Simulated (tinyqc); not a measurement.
Worked calculation: RKS/B3LYP (VWN-RPA form) in the 6-31g basis, for H2, spin multiplicity 1. Computed by tinyqc, a small Python program that keeps every step (integrals from PySCF). Settings: charge = 0, multiplicity = 1, basis = 6-31g, energy threshold = 1e-09, iteration cap = 90, orthogonalisation = symmetric, start = highest core orbitals, DIIS depth = 0, method = RKS, functional = b3lyp, grid = [10, 50]. Command: `OMP_NUM_THREADS=1 python tinyqc.py 24977 24978 out.jsonl` (the two numbers bound the seeds that draw the settings). One thread of a shared host (Intel(R) Xeon(R) Processor @ 2.60GHz), about 0.2 s of CPU time with the checks. Later iterations appear only in the table of the cycle.

## One-electron integrals

Geometry (angstrom):
```
atom         x         y         z
H     0.000000  0.000000  0.000000
H     0.000000  0.000000  0.656000
```

Basis 6-31g: exponents (1/bohr^2) and contraction coefficients of normalised primitives:
```
element  l (shell)   exponent  coefficient
H            s (1)  18.731137     0.033495
H            s (1)   2.825394     0.234727
H            s (1)   0.640122     0.813757
H            s (2)   0.161278     1.000000
```

Overlap, kinetic and nuclear-attraction integrals over the contracted functions; the nuclear repulsion is the sum of Za Zb / Rab.

nuclear repulsion = 0.80667258 hartree

overlap S:
```
          1H 1s     1H 2s     2H 1s     2H 2s
1H 1s  1.000000  0.658292  0.533049  0.537862
1H 2s  0.658292  1.000000  0.537862  0.883448
2H 1s  0.533049  0.537862  1.000000  0.658292
2H 2s  0.537862  0.883448  0.658292  1.000000
```

kinetic energy T (hartree):
```
          1H 1s     1H 2s     2H 1s     2H 2s
1H 1s  1.395678  0.259735  0.335558  0.183428
1H 2s  0.259735  0.241917  0.183428  0.196064
2H 1s  0.335558  0.183428  1.395678  0.259735
2H 2s  0.183428  0.196064  0.259735  0.241917
```

nuclear attraction V (hartree):
```
           1H 1s      1H 2s      2H 1s      2H 2s
1H 1s  -2.434406  -1.218262  -1.280174  -1.028033
1H 2s  -1.218262  -1.189868  -1.028033  -1.087234
2H 1s  -1.280174  -1.028033  -2.434406  -1.218262
2H 2s  -1.028033  -1.087234  -1.218262  -1.189868
```

core Hamiltonian H = T + V (hartree):
```
           1H 1s      1H 2s      2H 1s      2H 2s
1H 1s  -1.038728  -0.958527  -0.944616  -0.844606
1H 2s  -0.958527  -0.947952  -0.844606  -0.891169
2H 1s  -0.944616  -0.844606  -1.038728  -0.958527
2H 2s  -0.844606  -0.891169  -0.958527  -0.947952
```

## Two-electron integrals

Functions are numbered as in S; the eight-fold symmetry (ij|kl) = (ji|kl) = (kl|ij) leaves the list below.

Two-electron integrals (ij|kl) in chemists' order, unique and non-zero (hartree):
```
(11|11) 1.076566   (21|11) 0.578470   (21|21) 0.329423   (22|11) 0.587396
(22|21) 0.361304   (22|22) 0.453150   (31|11) 0.492717   (31|21) 0.277957
(31|22) 0.299363   (31|31) 0.278512   (32|11) 0.383869   (32|21) 0.230287
(32|22) 0.272559   (32|31) 0.235671   (32|32) 0.219080   (33|11) 0.717706
(33|21) 0.434337   (33|22) 0.514907   (33|31) 0.492717   (33|32) 0.467174
(33|33) 1.076566   (41|11) 0.467174   (41|21) 0.266760   (41|22) 0.293824
(41|31) 0.235671   (41|32) 0.198407   (41|33) 0.383869   (41|41) 0.219080
(42|11) 0.501412   (42|21) 0.309738   (42|22) 0.392218   (42|31) 0.273393
(42|32) 0.257372   (42|33) 0.501412   (42|41) 0.257372   (42|42) 0.353675
(43|11) 0.434337   (43|21) 0.264571   (43|22) 0.321762   (43|31) 0.277957
(43|32) 0.266760   (43|33) 0.578470   (43|41) 0.230287   (43|42) 0.309738
(43|43) 0.329423   (44|11) 0.514907   (44|21) 0.321762   (44|22) 0.418340
(44|31) 0.299363   (44|32) 0.293824   (44|33) 0.587396   (44|41) 0.272559
(44|42) 0.392218   (44|43) 0.361304   (44|44) 0.453150
```

## Orthogonalisation

S = U s U^T; symmetric (Loewdin) form X = U s^(-1/2) U^T, so that X^T S X = 1.

eigenvalues of S: 0.079152  0.499332  0.504350  2.917165

X:
```
           1H 1s      1H 2s      2H 1s      2H 2s
1H 1s   1.328664  -0.509180  -0.268220   0.098725
1H 2s  -0.509180   2.152917   0.098725  -1.212712
2H 1s  -0.268220   0.098725   1.328664  -0.509180
2H 2s   0.098725  -1.212712  -0.509180   2.152917
```

## Starting guess

The start is the highest orbitals of the core Hamiltonian (a deliberately bad start); D = 2 C_occ C_occ^T.

D at the start:
```
           1H 1s      1H 2s      2H 1s      2H 2s
1H 1s   2.619125  -4.227014  -2.619125   4.227014
1H 2s  -4.227014   6.821988   4.227014  -6.821988
2H 1s  -2.619125   4.227014   2.619125  -4.227014
2H 2s   4.227014  -6.821988  -4.227014   6.821988
```

## Iteration 1: exchange-correlation on the grid

Becke grid with 10 radial and 50 angular points per atom, points of zero weight dropped. rho = sum D_ij phi_i phi_j; V_xc,ij = sum w v_xc phi_i phi_j plus the gradient terms; v_xc is d(rho eps)/d rho at fixed gradient. Exact exchange is left to K.

The 8 grid points with the largest w rho, of 992 (bohr, atomic units):
```
x                  y          z         w       rho  |grad rho|^2     eps_xc       v_xc
-0.827152  -0.827152   3.721118  2.272601  0.008953      0.000110  -0.162327  -0.188249
0.827152   -0.827152   3.721118  2.272601  0.008953      0.000110  -0.162327  -0.188249
-0.827152   0.827152   3.721118  2.272601  0.008953      0.000110  -0.162327  -0.188249
0.827152    0.827152   3.721118  2.272601  0.008953      0.000110  -0.162327  -0.188249
0.827152    0.827152  -2.481457  2.272601  0.008953      0.000110  -0.162327  -0.188249
-0.827152   0.827152  -2.481457  2.272601  0.008953      0.000110  -0.162327  -0.188249
0.827152   -0.827152  -2.481457  2.272601  0.008953      0.000110  -0.162327  -0.188249
-0.827152  -0.827152  -2.481457  2.272601  0.008953      0.000110  -0.162327  -0.188249
```

electrons on the grid, sum of w rho = 1.999067

E_xc = sum of w rho eps_xc = -0.67213853 hartree

V_xc (hartree):
```
           1H 1s      1H 2s      2H 1s      2H 2s
1H 1s  -0.506645  -0.229315  -0.264487  -0.182685
1H 2s  -0.229315  -0.222959  -0.182685  -0.194842
2H 1s  -0.264487  -0.182685  -0.506645  -0.229315
2H 2s  -0.182685  -0.194842  -0.229315  -0.222959
```

## Iteration 1: building the Kohn-Sham matrix

J_ij = sum D_kl (ij|kl), K_ij = sum D_kl (ik|jl); F = H + J - 0.1 K + V_xc; E = tr D H + tr D J / 2 - 0.05 tr D K + E_xc + E_nn.

Coulomb J (hartree):
```
          1H 1s     1H 2s     2H 1s     2H 2s
1H 1s  1.429530  0.810887  0.761433  0.674153
1H 2s  0.810887  0.926377  0.674153  0.834904
2H 1s  0.761433  0.674153  1.429530  0.810887
2H 2s  0.674153  0.834904  0.810887  0.926377
```

exchange K (hartree):
```
          1H 1s     1H 2s     2H 1s     2H 2s
1H 1s  0.486936  0.118249  0.024533  0.108966
1H 2s  0.118249  0.075484  0.108966  0.062983
2H 1s  0.024533  0.108966  0.486936  0.118249
2H 2s  0.108966  0.062983  0.118249  0.075484
```

Kohn-Sham matrix F (hartree):
```
           1H 1s      1H 2s      2H 1s      2H 2s
1H 1s  -0.164536  -0.388779  -0.450123  -0.364034
1H 2s  -0.388779  -0.252082  -0.364034  -0.257406
2H 1s  -0.450123  -0.364034  -0.164536  -0.388779
2H 2s  -0.364034  -0.257406  -0.388779  -0.252082
```

total energy of this density = 1.88911298 hartree

## Iteration 1: diagonalisation and new density

Diagonalise F' = X^T F X, C = X C', fill 1 alpha and 1 beta electrons from the bottom; D = 2 C_occ C_occ^T. Each column has its largest component positive (the first on a tie).

F' = X^T F X (hartree):
```
           1          2          3          4
1   0.328285  -0.421759  -0.449983   0.008505
2  -0.421759   0.147099   0.008505  -0.119993
3  -0.449983   0.008505   0.328285  -0.421759
4   0.008505  -0.119993  -0.421759   0.147099
```

orbital energies (hartree): MO1 -0.467194, MO2 0.022227, MO3 0.372601, MO4 1.023132

coefficients C:
```
            MO1        MO2        MO3        MO4
1H 1s  0.389123   0.184910   0.703627  -1.193986
1H 2s  0.203756   1.855755  -0.696214   1.550703
2H 1s  0.389123  -0.184910   0.703627   1.193986
2H 2s  0.203756  -1.855755  -0.696214  -1.550703
```

D after iteration 1:
```
          1H 1s     1H 2s     2H 1s     2H 2s
1H 1s  0.302833  0.158572  0.302833  0.158572
1H 2s  0.158572  0.083033  0.158572  0.083033
2H 1s  0.302833  0.158572  0.302833  0.158572
2H 2s  0.158572  0.083033  0.158572  0.083033
```

## Iteration 2: exchange-correlation on the grid

As before.

The 8 grid points with the largest w rho, of 992 (bohr, atomic units):
```
x                  y         z         w       rho  |grad rho|^2     eps_xc       v_xc
0.319118    0.957354  0.920542  0.138394  0.074256      0.029686  -0.314309  -0.362314
-0.319118   0.957354  0.920542  0.138394  0.074256      0.029686  -0.314309  -0.362314
0.957354    0.319118  0.920542  0.138394  0.074256      0.029686  -0.314309  -0.362314
0.957354   -0.319118  0.920542  0.138394  0.074256      0.029686  -0.314309  -0.362314
-0.319118  -0.957354  0.920542  0.138394  0.074256      0.029686  -0.314309  -0.362314
0.319118   -0.957354  0.920542  0.138394  0.074256      0.029686  -0.314309  -0.362314
-0.957354  -0.319118  0.920542  0.138394  0.074256      0.029686  -0.314309  -0.362314
-0.957354   0.319118  0.920542  0.138394  0.074256      0.029686  -0.314309  -0.362314
```

electrons on the grid, sum of w rho = 1.998974

E_xc = sum of w rho eps_xc = -0.63386554 hartree

V_xc (hartree):
```
           1H 1s      1H 2s      2H 1s      2H 2s
1H 1s  -0.471442  -0.250237  -0.255833  -0.211252
1H 2s  -0.250237  -0.241064  -0.211252  -0.221379
2H 1s  -0.255833  -0.211252  -0.471442  -0.250237
2H 2s  -0.211252  -0.221379  -0.250237  -0.241064
```

## Iteration 2: building the Kohn-Sham matrix

As before.

Coulomb J (hartree):
```
          1H 1s     1H 2s     2H 1s     2H 2s
1H 1s  1.607692  0.929233  0.888012  0.780271
1H 2s  0.929233  1.048880  0.780271  0.952852
2H 1s  0.888012  0.780271  1.607692  0.929233
2H 2s  0.780271  0.952852  0.929233  1.048880
```

exchange K (hartree):
```
          1H 1s     1H 2s     2H 1s     2H 2s
1H 1s  1.293143  0.974453  1.099179  0.932483
1H 2s  0.974453  0.818591  0.932483  0.806095
2H 1s  1.099179  0.932483  1.293143  0.974453
2H 2s  0.932483  0.806095  0.974453  0.818591
```

Kohn-Sham matrix F (hartree):
```
           1H 1s      1H 2s      2H 1s      2H 2s
1H 1s  -0.031792  -0.376977  -0.422355  -0.368835
1H 2s  -0.376977  -0.221995  -0.368835  -0.240305
2H 1s  -0.422355  -0.368835  -0.031792  -0.376977
2H 2s  -0.368835  -0.240305  -0.376977  -0.221995
```

total energy of this density = -1.15982341 hartree

## Iteration 2: diagonalisation and new density

As before.

F' = X^T F X (hartree):
```
           1          2          3          4
1   0.539593  -0.478271  -0.478934  -0.014897
2  -0.478271   0.237759  -0.014897  -0.147302
3  -0.478934  -0.014897   0.539593  -0.478271
4  -0.014897  -0.147302  -0.478271   0.237759
```

orbital energies (hartree): MO1 -0.417836, MO2 0.140514, MO3 0.568951, MO4 1.263073

coefficients C:
```
            MO1        MO2        MO3        MO4
1H 1s  0.336063   0.146869   0.730458  -1.199260
1H 2s  0.254647   1.904102  -0.679253   1.490939
2H 1s  0.336063  -0.146869   0.730458   1.199260
2H 2s  0.254647  -1.904102  -0.679253  -1.490939
```

D after iteration 2:
```
          1H 1s     1H 2s     2H 1s     2H 2s
1H 1s  0.225876  0.171155  0.225876  0.171155
1H 2s  0.171155  0.129691  0.171155  0.129691
2H 1s  0.225876  0.171155  0.225876  0.171155
2H 2s  0.171155  0.129691  0.171155  0.129691
```

## Iteration 8 (converged): orbitals

converged F (hartree):
```
           1H 1s      1H 2s      2H 1s      2H 2s
1H 1s  -0.072363  -0.399797  -0.443734  -0.388325
1H 2s  -0.399797  -0.245295  -0.388325  -0.262095
2H 1s  -0.443734  -0.388325  -0.072363  -0.399797
2H 2s  -0.388325  -0.262095  -0.399797  -0.245295
```

As before.

F' = X^T F X (hartree):
```
           1          2          3          4
1   0.497862  -0.479448  -0.477631  -0.018669
2  -0.479448   0.223653  -0.018669  -0.150835
3  -0.477631  -0.018669   0.497862  -0.479448
4  -0.018669  -0.150835  -0.479448   0.223653
```

orbital energies (hartree): MO1 -0.452286, MO2 0.124883, MO3 0.545334, MO4 1.225098

coefficients C:
```
            MO1        MO2        MO3        MO4
1H 1s  0.344272   0.159870   0.726625  -1.197596
1H 2s  0.246978   1.887816  -0.682079   1.511508
2H 1s  0.344272  -0.159870   0.726625   1.197596
2H 2s  0.246978  -1.887816  -0.682079  -1.511508
```

D after iteration 8:
```
          1H 1s     1H 2s     2H 1s     2H 2s
1H 1s  0.237046  0.170055  0.237046  0.170055
1H 2s  0.170055  0.121996  0.170055  0.121996
2H 1s  0.237046  0.170055  0.237046  0.170055
2H 2s  0.170055  0.121996  0.170055  0.121996
```

## Convergence

Stop when the energy changes by less than 1e-09 hartree and every element of the error matrix X^T (F D S - S D F) X is below 9e-06.

Course of the cycle:
```
iteration  E (hartree)     change  largest element of the error matrix
1           1.88911298          -                             1.70e-01
2          -1.15982341  -3.05e+00                             7.27e-02
3          -1.16869401  -8.87e-03                             1.33e-02
4          -1.16898357  -2.90e-04                             2.38e-03
5          -1.16899288  -9.31e-06                             4.28e-04
6          -1.16899318  -3.01e-07                             7.68e-05
7          -1.16899319  -9.70e-09                             1.38e-05
8          -1.16899319  -3.13e-10                             2.48e-06
```

PySCF RKS in the same basis, fine grid = -1.16929298 hartree

Converged in 8 iterations. The coarse grid moves the energy by +3.00e-04 hartree.

## Populations, bond orders and dipole

Mulliken: Z minus the diagonal of D S on the atom; Loewdin: the same with S^(1/2) D S^(1/2); Mayer order: 2 sum_s sum (D(s) S)_ij (D(s) S)_ji over the two atoms.

Charges (e):
```
atom  Mulliken  Loewdin
1H           0        0
2H           0        0
```

Mayer bond orders:
```
pair     order
2-1   1.000000
```

dipole moment about the origin, x y z (debye): 0.000000  0.000000  0.000000
